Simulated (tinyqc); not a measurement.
Inside a calculation. Method: geometry optimisation on the RHF/3-21g surface (energies and gradients from PySCF), for H3+, spin multiplicity 1. One step of it, computed by the program tinyqc.

Task: Step 2: move. Quasi-Newton step p = -H^(-1) g (the inverse Hessian comes from BFGS updates; coordinates in the order x, y, z of each atom); steps longer than 0.1 bohr are cut back (factor 0.108 here).

positions after step 1 (bohr):
```
            x          y          z
1H   0.119671  -0.015034  -0.053968
2H  -0.026172  -0.011455   1.483231
3H   0.019885   1.587403   0.146768
```

gradient (hartree/bohr):
```
              x            y            z
1H  -0.00214335   0.00367033   0.02066703
2H   0.00089263  -0.03563345   0.00953303
3H   0.00125073   0.03196312  -0.03020006
```

inverse Hessian in use (bohr^2/hartree), lower triangle:
```
           1          2          3          4          5          6          7          8
1   1.018256
2  -0.019855   0.957429
3  -0.182096   0.232173   2.798200
4  -0.008624   0.015124   0.082967   1.003560
5   0.292766  -0.258014  -2.952384  -0.143710   5.638236
6  -0.064709  -0.022367   0.694781   0.038871  -0.950440   1.095315
7  -0.009632   0.004731   0.099129   0.005064  -0.149057   0.025838   1.004567
8  -0.272912   0.300585   2.720211   0.128586  -4.380222   0.972807   0.144326   5.079637
9   0.246804  -0.209806  -2.492981  -0.121838   3.902823  -0.790096  -0.124966  -3.693018

          9
9  4.283078
```

Give: positions after step 2.

Result:

positions after step 2 (bohr):
```
         x       y       z
1H   0.123  -0.019  -0.090
2H  -0.028   0.046   1.471
3H   0.018   1.534   0.195
```
